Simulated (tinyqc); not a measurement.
Two-valley model of the transferred-electron effect: one step, computed by the program tinyqc. Command: `OMP_NUM_THREADS=1 python tinyqc.py 3029862 3029863 out.jsonl gunn walk`. One thread of a shared host (Intel(R) Xeon(R) Processor @ 2.30GHz), about 0.01 s of CPU time with the checks.

Both kinds of valley share one electron temperature T_e, and each has a constant mobility.

Question. Does a domain form? Space charge grows at the rate n e |mu_d|/(eps eps_0) during the transit time L/v, with v the valley velocity; Kroemer's criterion asks n L > eps eps_0 v/(e |mu_d|). Transit frequency v/L.

Inputs (values chosen for the exercise, modelled on In0.53Ga0.47As):
```
quantity,value,unit
lattice temperature T,500,K
doping n,1.4e+16,1/cm^3
device length L,9.7,micrometre
permittivity eps,13.9,-
```

Solver: damped fixed point.

valley velocity = 1.819440 1e7 cm/s

most negative differential mobility = -984.1671 cm^2/(V s)

Constants: eps_0 = 8.8541878128e-12 F/m; e = 1.602176634e-19 C.

Give: critical n L; n L of the device; transit frequency.

Answer.

critical n L = 1.420e+11 1/cm^2

n L of the device = 1.358e+13 1/cm^2

transit frequency = 18.76 GHz

n L is 95.6 times the critical product: a domain can mature if the bias field lies in the region of negative slope.
